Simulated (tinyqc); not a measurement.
Inside a calculation (part 1 of 2). Method: UHF in the sto-6g basis, for H4, spin multiplicity 1. Computed by tinyqc, a small Python program that keeps every step (integrals from PySCF). Settings: charge = 0, multiplicity = 1, basis = sto-6g, energy threshold = 1e-08, iteration cap = 55, orthogonalisation = symmetric, start = Wolfsberg-Helmholz matrix, DIIS depth = 4, method = UHF, break = 0.4. Command: `OMP_NUM_THREADS=1 python tinyqc.py 30812 30813 out.jsonl` (the two numbers bound the seeds that draw the settings). One thread of a shared host (Intel(R) Xeon(R) Processor @ 2.60GHz), about 0.1 s of CPU time with the checks. Later iterations appear only in the table of the cycle.

## One-electron integrals

Geometry (angstrom):
```
atom         x         y         z
H     0.000000  0.000000  0.000000
H     0.000000  0.000000  1.497000
H     0.000000  0.000000  2.543000
H     0.000000  0.000000  4.040000
```

Basis sto-6g: exponents (1/bohr^2) and contraction coefficients of normalised primitives:
```
element  l (shell)   exponent  coefficient
H            s (1)  35.523221     0.009164
H            s (1)   6.513144     0.049361
H            s (1)   1.822143     0.168538
H            s (1)   0.625955     0.370563
H            s (1)   0.243077     0.416492
H            s (1)   0.100112     0.130334
```

Overlap, kinetic and nuclear-attraction integrals over the contracted functions; the nuclear repulsion is the sum of Za Zb / Rab.

nuclear repulsion = 1.76005701 hartree

overlap S, order 1H 1s, 2H 1s, 3H 1s, 4H 1s:
$$\begin{pmatrix}
1.000000 & 0.257953 & 0.048546 & 0.003001 \\
0.257953 & 1.000000 & 0.470117 & 0.048546 \\
0.048546 & 0.470117 & 1.000000 & 0.257953 \\
0.003001 & 0.048546 & 0.257953 & 1.000000
\end{pmatrix}$$

kinetic energy T (hartree), order 1H 1s, 2H 1s, 3H 1s, 4H 1s:
$$\begin{pmatrix}
0.768522 & 0.009371 & -0.009677 & -0.001186 \\
0.009371 & 0.768522 & 0.096020 & -0.009677 \\
-0.009677 & 0.096020 & 0.768522 & 0.009371 \\
-0.001186 & -0.009677 & 0.009371 & 0.768522
\end{pmatrix}$$

nuclear attraction V (hartree), order 1H 1s, 2H 1s, 3H 1s, 4H 1s:
$$\begin{pmatrix}
-1.930689 & -0.455440 & -0.084798 & -0.004827 \\
-0.455440 & -2.292639 & -0.987235 & -0.084798 \\
-0.084798 & -0.987235 & -2.292639 & -0.455440 \\
-0.004827 & -0.084798 & -0.455440 & -1.930689
\end{pmatrix}$$

core Hamiltonian H = T + V (hartree), order 1H 1s, 2H 1s, 3H 1s, 4H 1s:
$$\begin{pmatrix}
-1.162167 & -0.446069 & -0.094475 & -0.006013 \\
-0.446069 & -1.524117 & -0.891215 & -0.094475 \\
-0.094475 & -0.891215 & -1.524117 & -0.446069 \\
-0.006013 & -0.094475 & -0.446069 & -1.162167
\end{pmatrix}$$

## Two-electron integrals

Functions are numbered as in S; the eight-fold symmetry (ij|kl) = (ji|kl) = (kl|ij) leaves the list below.

Two-electron integrals (ij|kl) in chemists' order, unique and non-zero (hartree):
```
(11|11) 0.774999   (21|11) 0.138272   (21|21) 0.037756   (22|11) 0.346433
(22|21) 0.138272   (22|22) 0.774999   (31|11) 0.019656   (31|21) 0.005984
(31|22) 0.026027   (31|31) 0.001076   (32|11) 0.124128   (32|21) 0.048529
(32|22) 0.288787   (32|31) 0.010720   (32|32) 0.139838   (33|11) 0.207993
(33|21) 0.077373   (33|22) 0.463312   (33|31) 0.019656   (33|32) 0.288787
(33|33) 0.774999   (41|11) 0.000879   (41|21) 0.000283   (41|22) 0.001318
(41|31) 0.000056   (41|32) 0.000617   (41|33) 0.001318   (41|41) 3.32e-06
(42|11) 0.009688   (42|21) 0.003509   (42|22) 0.019656   (42|31) 0.000811
(42|32) 0.010720   (42|33) 0.026027   (42|41) 0.000056   (42|42) 0.001076
(43|11) 0.041907   (43|21) 0.014317   (43|22) 0.077373   (43|31) 0.003509
(43|32) 0.048529   (43|33) 0.138272   (43|41) 0.000283   (43|42) 0.005984
(43|43) 0.037756   (44|11) 0.130984   (44|21) 0.041907   (44|22) 0.207993
(44|31) 0.009688   (44|32) 0.124128   (44|33) 0.346433   (44|41) 0.000879
(44|42) 0.019656   (44|43) 0.138272   (44|44) 0.774999
```

## Orthogonalisation

S = U s U^T; symmetric (Loewdin) form X = U s^(-1/2) U^T, so that X^T S X = 1.

eigenvalues of S: [0.449752, 0.851214, 1.077130, 1.621904]

X, order 1H 1s, 2H 1s, 3H 1s, 4H 1s:
$$\begin{pmatrix}
1.027987 & -0.147439 & 0.028661 & -0.002931 \\
-0.147439 & 1.133886 & -0.289851 & 0.028661 \\
0.028661 & -0.289851 & 1.133886 & -0.147439 \\
-0.002931 & 0.028661 & -0.147439 & 1.027987
\end{pmatrix}$$

## Starting guess

The start is the generalised Wolfsberg-Helmholz matrix (K = 1.75) built on H, with HOMO and LUMO mixed by +/-0.4 rad for the two spins; D(s) = C_occ C_occ^T for each spin.

D(alpha) at the start, order 1H 1s, 2H 1s, 3H 1s, 4H 1s:
$$\begin{pmatrix}
0.707439 & 0.233839 & -0.271487 & -0.216894 \\
0.233839 & 0.354522 & 0.226033 & -0.001192 \\
-0.271487 & 0.226033 & 0.463857 & 0.163538 \\
-0.216894 & -0.001192 & 0.163538 & 0.084426
\end{pmatrix}$$

D(beta) at the start, order 1H 1s, 2H 1s, 3H 1s, 4H 1s:
$$\begin{pmatrix}
0.084426 & 0.163538 & -0.001192 & -0.216894 \\
0.163538 & 0.463857 & 0.226033 & -0.271487 \\
-0.001192 & 0.226033 & 0.354522 & 0.233839 \\
-0.216894 & -0.271487 & 0.233839 & 0.707439
\end{pmatrix}$$

## Iteration 1: building the Fock matrix

J_ij = sum D_kl (ij|kl) with D = D(alpha) + D(beta), K_ij = sum D_kl (ik|jl) for each spin; F = H + J - K(s); E = tr D H + tr D J / 2 - 0.5 sum_s tr D(s) K(s) + E_nn.

Coulomb J (hartree), order 1H 1s, 2H 1s, 3H 1s, 4H 1s:
$$\begin{pmatrix}
1.409807 & 0.398996 & 0.076781 & 0.004491 \\
0.398996 & 1.858867 & 0.860601 & 0.076781 \\
0.076781 & 0.860601 & 1.858867 & 0.398996 \\
0.004491 & 0.076781 & 0.398996 & 1.409807
\end{pmatrix}$$

exchange K(alpha) (hartree), order 1H 1s, 2H 1s, 3H 1s, 4H 1s:
$$\begin{pmatrix}
0.618484 & 0.221248 & 0.025499 & -0.028904 \\
0.221248 & 0.537224 & 0.379731 & 0.060252 \\
0.025499 & 0.379731 & 0.581492 & 0.156039 \\
-0.028904 & 0.060252 & 0.156039 & 0.130702
\end{pmatrix}$$

exchange K(beta) (hartree), order 1H 1s, 2H 1s, 3H 1s, 4H 1s:
$$\begin{pmatrix}
0.130702 & 0.156039 & 0.060252 & -0.028904 \\
0.156039 & 0.581492 & 0.379731 & 0.025499 \\
0.060252 & 0.379731 & 0.537224 & 0.221248 \\
-0.028904 & 0.025499 & 0.221248 & 0.618484
\end{pmatrix}$$

F(alpha) (hartree), order 1H 1s, 2H 1s, 3H 1s, 4H 1s:
$$\begin{pmatrix}
-0.370844 & -0.268321 & -0.043193 & 0.027382 \\
-0.268321 & -0.202474 & -0.410346 & -0.077946 \\
-0.043193 & -0.410346 & -0.246742 & -0.203112 \\
0.027382 & -0.077946 & -0.203112 & 0.116939
\end{pmatrix}$$

F(beta) (hartree), order 1H 1s, 2H 1s, 3H 1s, 4H 1s:
$$\begin{pmatrix}
0.116939 & -0.203112 & -0.077946 & 0.027382 \\
-0.203112 & -0.246742 & -0.410346 & -0.043193 \\
-0.077946 & -0.410346 & -0.202474 & -0.268321 \\
0.027382 & -0.043193 & -0.268321 & -0.370844
\end{pmatrix}$$

total energy of this density = -1.91517315 hartree

## Iteration 1: diagonalisation and new density

Diagonalise F' = X^T F X, C = X C', fill 2 alpha and 2 beta electrons from the bottom; D(s) = C_occ C_occ^T. Each column has its largest component positive (the first on a tie).

F' = X^T F X (alpha) (hartree):
$$\begin{pmatrix}
-0.314434 & -0.243249 & 0.070785 & 0.026619 \\
-0.243249 & 0.064811 & -0.426935 & 0.025527 \\
0.070785 & -0.426935 & 0.000387 & -0.222549 \\
0.026619 & 0.025527 & -0.222549 & 0.178330
\end{pmatrix}$$

orbital energies (alpha) (hartree): MO1 -0.503510, MO2 -0.323648, MO3 0.171576, MO4 0.584677

coefficients C (alpha), order 1H 1s, 2H 1s, 3H 1s, 4H 1s:
$$\begin{pmatrix}
0.537617 & 0.758625 & 0.323520 & 0.331836 \\
0.476571 & -0.144631 & -0.487216 & -0.952288 \\
0.378869 & -0.557767 & 0.010130 & 0.968257 \\
0.060777 & -0.220692 & 0.882563 & -0.498006
\end{pmatrix}$$

F' = X^T F X (beta) (hartree):
$$\begin{pmatrix}
0.178330 & -0.222549 & 0.025527 & 0.026619 \\
-0.222549 & 0.000387 & -0.426935 & 0.070785 \\
0.025527 & -0.426935 & 0.064811 & -0.243249 \\
0.026619 & 0.070785 & -0.243249 & -0.314434
\end{pmatrix}$$

orbital energies (beta) (hartree): MO1 -0.503510, MO2 -0.323648, MO3 0.171576, MO4 0.584677

coefficients C (beta), order 1H 1s, 2H 1s, 3H 1s, 4H 1s:
$$\begin{pmatrix}
0.060777 & -0.220692 & 0.882563 & -0.498006 \\
0.378869 & -0.557767 & 0.010130 & 0.968257 \\
0.476571 & -0.144631 & -0.487216 & -0.952288 \\
0.537617 & 0.758625 & 0.323520 & 0.331836
\end{pmatrix}$$

D(alpha) after iteration 1, order 1H 1s, 2H 1s, 3H 1s, 4H 1s:
$$\begin{pmatrix}
0.864545 & 0.146492 & -0.219450 & -0.134748 \\
0.146492 & 0.248038 & 0.261228 & 0.060884 \\
-0.219450 & 0.261228 & 0.454645 & 0.146121 \\
-0.134748 & 0.060884 & 0.146121 & 0.052399
\end{pmatrix}$$

D(beta) after iteration 1, order 1H 1s, 2H 1s, 3H 1s, 4H 1s:
$$\begin{pmatrix}
0.052399 & 0.146121 & 0.060884 & -0.134748 \\
0.146121 & 0.454645 & 0.261228 & -0.219450 \\
0.060884 & 0.261228 & 0.248038 & 0.146492 \\
-0.134748 & -0.219450 & 0.146492 & 0.864545
\end{pmatrix}$$

## Iteration 2: building the Fock matrix

As before.

Coulomb J (hartree), order 1H 1s, 2H 1s, 3H 1s, 4H 1s:
$$\begin{pmatrix}
1.445690 & 0.394764 & 0.075135 & 0.004401 \\
0.394764 & 1.791278 & 0.829276 & 0.075135 \\
0.075135 & 0.829276 & 1.791278 & 0.394764 \\
0.004401 & 0.075135 & 0.394764 & 1.445690
\end{pmatrix}$$

exchange K(alpha) (hartree), order 1H 1s, 2H 1s, 3H 1s, 4H 1s:
$$\begin{pmatrix}
0.714700 & 0.205078 & 0.030134 & -0.014163 \\
0.205078 & 0.463175 & 0.371781 & 0.074742 \\
0.030134 & 0.371781 & 0.580708 & 0.154160 \\
-0.014163 & 0.074742 & 0.154160 & 0.103628
\end{pmatrix}$$

exchange K(beta) (hartree), order 1H 1s, 2H 1s, 3H 1s, 4H 1s:
$$\begin{pmatrix}
0.103628 & 0.154160 & 0.074742 & -0.014163 \\
0.154160 & 0.580708 & 0.371781 & 0.030134 \\
0.074742 & 0.371781 & 0.463175 & 0.205078 \\
-0.014163 & 0.030134 & 0.205078 & 0.714700
\end{pmatrix}$$

F(alpha) (hartree), order 1H 1s, 2H 1s, 3H 1s, 4H 1s:
$$\begin{pmatrix}
-0.431176 & -0.256383 & -0.049474 & 0.012551 \\
-0.256383 & -0.196014 & -0.433720 & -0.094082 \\
-0.049474 & -0.433720 & -0.313547 & -0.205464 \\
0.012551 & -0.094082 & -0.205464 & 0.179896
\end{pmatrix}$$

F(beta) (hartree), order 1H 1s, 2H 1s, 3H 1s, 4H 1s:
$$\begin{pmatrix}
0.179896 & -0.205464 & -0.094082 & 0.012551 \\
-0.205464 & -0.313547 & -0.433720 & -0.049474 \\
-0.094082 & -0.433720 & -0.196014 & -0.256383 \\
0.012551 & -0.049474 & -0.256383 & -0.431176
\end{pmatrix}$$

total energy of this density = -1.98104997 hartree

## Iteration 2: DIIS over 2 matrices

error matrix X^T (FDS - SDF) X (alpha):
$$\begin{pmatrix}
0.000000 & -0.037756 & 0.010800 & 0.033014 \\
0.037756 & 0.000000 & 0.027802 & -0.005256 \\
-0.010800 & -0.027802 & 0.000000 & -0.027931 \\
-0.033014 & 0.005256 & 0.027931 & 0.000000
\end{pmatrix}$$

B (overlaps of the stored error matrices):
$$\begin{pmatrix}
6.2976043e-02 & 2.5184008e-02 \\
2.5184008e-02 & 1.6851148e-02
\end{pmatrix}$$

Minimise |sum c_i e_i|^2 with sum c_i = 1: solve [B -1; -1 0][c; lambda] = [0; -1] with B_ij = tr e_i^T e_j summed over both spins, and take F = sum c_i F_i.

DIIS coefficients: [-0.282861, 1.282861]

extrapolated F(alpha) (hartree), order 1H 1s, 2H 1s, 3H 1s, 4H 1s:
$$\begin{pmatrix}
-0.448242 & -0.253006 & -0.051251 & 0.008356 \\
-0.253006 & -0.194186 & -0.440332 & -0.098646 \\
-0.051251 & -0.440332 & -0.332443 & -0.206130 \\
0.008356 & -0.098646 & -0.206130 & 0.197704
\end{pmatrix}$$

extrapolated F(beta) (hartree), order 1H 1s, 2H 1s, 3H 1s, 4H 1s:
$$\begin{pmatrix}
0.197704 & -0.206130 & -0.098646 & 0.008356 \\
-0.206130 & -0.332443 & -0.440332 & -0.051251 \\
-0.098646 & -0.440332 & -0.194186 & -0.253006 \\
0.008356 & -0.051251 & -0.253006 & -0.448242
\end{pmatrix}$$

## Iteration 2: diagonalisation and new density

As before.

F' = X^T F X (alpha) (hartree):
$$\begin{pmatrix}
-0.400881 & -0.214253 & 0.059784 & 0.010883 \\
-0.214253 & 0.079418 & -0.437037 & 0.009096 \\
0.059784 & -0.437037 & -0.089077 & -0.220591 \\
0.010883 & 0.009096 & -0.220591 & 0.261876
\end{pmatrix}$$

orbital energies (alpha) (hartree): MO1 -0.548546, MO2 -0.392962, MO3 0.234273, MO4 0.558572

coefficients C (alpha), order 1H 1s, 2H 1s, 3H 1s, 4H 1s:
$$\begin{pmatrix}
0.557264 & 0.785380 & 0.260343 & 0.290140 \\
0.412090 & -0.175919 & -0.571499 & -0.929996 \\
0.432264 & -0.560497 & 0.126827 & 0.935508 \\
0.069736 & -0.135790 & 0.849385 & -0.578418
\end{pmatrix}$$

F' = X^T F X (beta) (hartree):
$$\begin{pmatrix}
0.261876 & -0.220591 & 0.009096 & 0.010883 \\
-0.220591 & -0.089077 & -0.437037 & 0.059784 \\
0.009096 & -0.437037 & 0.079418 & -0.214253 \\
0.010883 & 0.059784 & -0.214253 & -0.400881
\end{pmatrix}$$

orbital energies (beta) (hartree): MO1 -0.548546, MO2 -0.392962, MO3 0.234273, MO4 0.558572

coefficients C (beta), order 1H 1s, 2H 1s, 3H 1s, 4H 1s:
$$\begin{pmatrix}
0.069736 & -0.135790 & 0.849385 & -0.578418 \\
0.432264 & -0.560497 & 0.126827 & 0.935508 \\
0.412090 & -0.175919 & -0.571499 & -0.929996 \\
0.557264 & 0.785380 & 0.260343 & 0.290140
\end{pmatrix}$$

D(alpha) after iteration 2, order 1H 1s, 2H 1s, 3H 1s, 4H 1s:
$$\begin{pmatrix}
0.927366 & 0.091479 & -0.199317 & -0.067786 \\
0.091479 & 0.200766 & 0.276734 & 0.052626 \\
-0.199317 & 0.276734 & 0.501009 & 0.106255 \\
-0.067786 & 0.052626 & 0.106255 & 0.023302
\end{pmatrix}$$

D(beta) after iteration 2, order 1H 1s, 2H 1s, 3H 1s, 4H 1s:
$$\begin{pmatrix}
0.023302 & 0.106255 & 0.052626 & -0.067786 \\
0.106255 & 0.501009 & 0.276734 & -0.199317 \\
0.052626 & 0.276734 & 0.200766 & 0.091479 \\
-0.067786 & -0.199317 & 0.091479 & 0.927366
\end{pmatrix}$$

## Iteration 3: building the Fock matrix

As before.

Coulomb J (hartree), order 1H 1s, 2H 1s, 3H 1s, 4H 1s:
$$\begin{pmatrix}
1.450180 & 0.394074 & 0.075007 & 0.004393 \\
0.394074 & 1.787279 & 0.828054 & 0.075007 \\
0.075007 & 0.828054 & 1.787279 & 0.394074 \\
0.004393 & 0.075007 & 0.394074 & 1.450180
\end{pmatrix}$$

exchange K(alpha) (hartree), order 1H 1s, 2H 1s, 3H 1s, 4H 1s:
$$\begin{pmatrix}
0.747523 & 0.190935 & 0.030889 & -0.005579 \\
0.190935 & 0.430350 & 0.376058 & 0.072806 \\
0.030889 & 0.376058 & 0.606210 & 0.141495 \\
-0.005579 & 0.072806 & 0.141495 & 0.071737
\end{pmatrix}$$

exchange K(beta) (hartree), order 1H 1s, 2H 1s, 3H 1s, 4H 1s:
$$\begin{pmatrix}
0.071737 & 0.141495 & 0.072806 & -0.005579 \\
0.141495 & 0.606210 & 0.376058 & 0.030889 \\
0.072806 & 0.376058 & 0.430350 & 0.190935 \\
-0.005579 & 0.030889 & 0.190935 & 0.747523
\end{pmatrix}$$

F(alpha) (hartree), order 1H 1s, 2H 1s, 3H 1s, 4H 1s:
$$\begin{pmatrix}
-0.459509 & -0.242930 & -0.050358 & 0.003958 \\
-0.242930 & -0.167188 & -0.439220 & -0.092274 \\
-0.050358 & -0.439220 & -0.343047 & -0.193490 \\
0.003958 & -0.092274 & -0.193490 & 0.216277
\end{pmatrix}$$

F(beta) (hartree), order 1H 1s, 2H 1s, 3H 1s, 4H 1s:
$$\begin{pmatrix}
0.216277 & -0.193490 & -0.092274 & 0.003958 \\
-0.193490 & -0.343047 & -0.439220 & -0.050358 \\
-0.092274 & -0.439220 & -0.167188 & -0.242930 \\
0.003958 & -0.050358 & -0.242930 & -0.459509
\end{pmatrix}$$

total energy of this density = -2.00085818 hartree

## Iteration 3: DIIS over 3 matrices

error matrix X^T (FDS - SDF) X (alpha):
$$\begin{pmatrix}
0.000000 & -0.014816 & 0.004583 & 0.008156 \\
0.014816 & 0.000000 & 0.017018 & -0.005309 \\
-0.004583 & -0.017018 & 0.000000 & -0.015869 \\
-0.008156 & 0.005309 & 0.015869 & 0.000000
\end{pmatrix}$$

B (overlaps of the stored error matrices):
$$\begin{pmatrix}
6.2976043e-02 & 2.5184008e-02 & 9.0110990e-03 \\
2.5184008e-02 & 1.6851148e-02 & 7.2896067e-03 \\
9.0110990e-03 & 7.2896067e-03 & 3.5065404e-03
\end{pmatrix}$$

As before.

DIIS coefficients: [0.119062, -0.909968, 1.790906]

extrapolated F(alpha) (hartree), order 1H 1s, 2H 1s, 3H 1s, 4H 1s:
$$\begin{pmatrix}
-0.474735 & -0.233710 & -0.050309 & -0.001072 \\
-0.233710 & -0.145158 & -0.440786 & -0.088924 \\
-0.050309 & -0.440786 & -0.358426 & -0.183739 \\
-0.001072 & -0.088924 & -0.183739 & 0.237555
\end{pmatrix}$$

extrapolated F(beta) (hartree), order 1H 1s, 2H 1s, 3H 1s, 4H 1s:
$$\begin{pmatrix}
0.237555 & -0.183739 & -0.088924 & -0.001072 \\
-0.183739 & -0.358426 & -0.440786 & -0.050309 \\
-0.088924 & -0.440786 & -0.145158 & -0.233710 \\
-0.001072 & -0.050309 & -0.233710 & -0.474735
\end{pmatrix}$$

## Iteration 3: diagonalisation and new density

As before.

F' = X^T F X (alpha) (hartree):
$$\begin{pmatrix}
-0.433561 & -0.195947 & 0.057099 & 0.000400 \\
-0.195947 & 0.133994 & -0.444238 & 0.016701 \\
0.057099 & -0.444238 & -0.124056 & -0.199336 \\
0.000400 & 0.016701 & -0.199336 & 0.297308
\end{pmatrix}$$

orbital energies (alpha) (hartree): MO1 -0.545275, MO2 -0.416812, MO3 0.263886, MO4 0.571884

coefficients C (alpha), order 1H 1s, 2H 1s, 3H 1s, 4H 1s:
$$\begin{pmatrix}
0.615570 & 0.758474 & 0.212759 & -0.282578 \\
0.354190 & -0.206575 & -0.553653 & 0.957922 \\
0.440163 & -0.594560 & 0.131907 & -0.909739 \\
0.052038 & -0.091147 & 0.862601 & 0.569412
\end{pmatrix}$$

F' = X^T F X (beta) (hartree):
$$\begin{pmatrix}
0.297308 & -0.199336 & 0.016701 & 0.000400 \\
-0.199336 & -0.124056 & -0.444238 & 0.057099 \\
0.016701 & -0.444238 & 0.133994 & -0.195947 \\
0.000400 & 0.057099 & -0.195947 & -0.433561
\end{pmatrix}$$

orbital energies (beta) (hartree): MO1 -0.545275, MO2 -0.416812, MO3 0.263886, MO4 0.571884

coefficients C (beta), order 1H 1s, 2H 1s, 3H 1s, 4H 1s:
$$\begin{pmatrix}
0.052038 & -0.091147 & 0.862601 & 0.569412 \\
0.440163 & -0.594560 & 0.131907 & -0.909739 \\
0.354190 & -0.206575 & -0.553653 & 0.957922 \\
0.615570 & 0.758474 & 0.212759 & -0.282578
\end{pmatrix}$$

D(alpha) after iteration 3, order 1H 1s, 2H 1s, 3H 1s, 4H 1s:
$$\begin{pmatrix}
0.954209 & 0.061347 & -0.180007 & -0.037099 \\
0.061347 & 0.168124 & 0.278723 & 0.037260 \\
-0.180007 & 0.278723 & 0.547246 & 0.077097 \\
-0.037099 & 0.037260 & 0.077097 & 0.011016
\end{pmatrix}$$

D(beta) after iteration 3, order 1H 1s, 2H 1s, 3H 1s, 4H 1s:
$$\begin{pmatrix}
0.011016 & 0.077097 & 0.037260 & -0.037099 \\
0.077097 & 0.547246 & 0.278723 & -0.180007 \\
0.037260 & 0.278723 & 0.168124 & 0.061347 \\
-0.037099 & -0.180007 & 0.061347 & 0.954209
\end{pmatrix}$$

## Iteration 9 (converged): orbitals

converged F(alpha) (hartree), order 1H 1s, 2H 1s, 3H 1s, 4H 1s:
$$\begin{pmatrix}
-0.468868 & -0.233985 & -0.051530 & 0.000662 \\
-0.233985 & -0.123457 & -0.435114 & -0.088367 \\
-0.051530 & -0.435114 & -0.378638 & -0.190341 \\
0.000662 & -0.088367 & -0.190341 & 0.230095
\end{pmatrix}$$

converged F(beta) (hartree), order 1H 1s, 2H 1s, 3H 1s, 4H 1s:
$$\begin{pmatrix}
0.230095 & -0.190341 & -0.088367 & 0.000662 \\
-0.190341 & -0.378638 & -0.435114 & -0.051530 \\
-0.088367 & -0.435114 & -0.123457 & -0.233985 \\
0.000662 & -0.051530 & -0.233985 & -0.468868
\end{pmatrix}$$

As before.

F' = X^T F X (alpha) (hartree):
$$\begin{pmatrix}
-0.426952 & -0.199789 & 0.055002 & 0.002254 \\
-0.199789 & 0.156708 & -0.437313 & 0.017686 \\
0.055002 & -0.437313 & -0.149940 & -0.202526 \\
0.002254 & 0.017686 & -0.202526 & 0.290977
\end{pmatrix}$$

orbital energies (alpha) (hartree): MO1 -0.543961, MO2 -0.418276, MO3 0.262873, MO4 0.570158

coefficients C (alpha), order 1H 1s, 2H 1s, 3H 1s, 4H 1s:
$$\begin{pmatrix}
0.587754 & 0.776909 & 0.215456 & -0.289588 \\
0.343929 & -0.167020 & -0.544681 & 0.974376 \\
0.479689 & -0.590180 & 0.102861 & -0.896257 \\
0.056788 & -0.094876 & 0.869544 & 0.557666
\end{pmatrix}$$

F' = X^T F X (beta) (hartree):
$$\begin{pmatrix}
0.290977 & -0.202526 & 0.017686 & 0.002254 \\
-0.202526 & -0.149940 & -0.437313 & 0.055002 \\
0.017686 & -0.437313 & 0.156708 & -0.199789 \\
0.002254 & 0.055002 & -0.199789 & -0.426952
\end{pmatrix}$$

orbital energies (beta) (hartree): MO1 -0.543961, MO2 -0.418276, MO3 0.262873, MO4 0.570158

coefficients C (beta), order 1H 1s, 2H 1s, 3H 1s, 4H 1s:
$$\begin{pmatrix}
0.056788 & -0.094876 & 0.869544 & 0.557666 \\
0.479689 & -0.590180 & 0.102861 & -0.896257 \\
0.343929 & -0.167020 & -0.544681 & 0.974376 \\
0.587754 & 0.776909 & 0.215456 & -0.289588
\end{pmatrix}$$

D(alpha) after iteration 9, order 1H 1s, 2H 1s, 3H 1s, 4H 1s:
$$\begin{pmatrix}
0.949043 & 0.072386 & -0.176577 & -0.040332 \\
0.072386 & 0.146183 & 0.263551 & 0.035377 \\
-0.176577 & 0.263551 & 0.578413 & 0.083234 \\
-0.040332 & 0.035377 & 0.083234 & 0.012226
\end{pmatrix}$$

D(beta) after iteration 9, order 1H 1s, 2H 1s, 3H 1s, 4H 1s:
$$\begin{pmatrix}
0.012226 & 0.083234 & 0.035377 & -0.040332 \\
0.083234 & 0.578413 & 0.263551 & -0.176577 \\
0.035377 & 0.263551 & 0.146183 & 0.072386 \\
-0.040332 & -0.176577 & 0.072386 & 0.949043
\end{pmatrix}$$
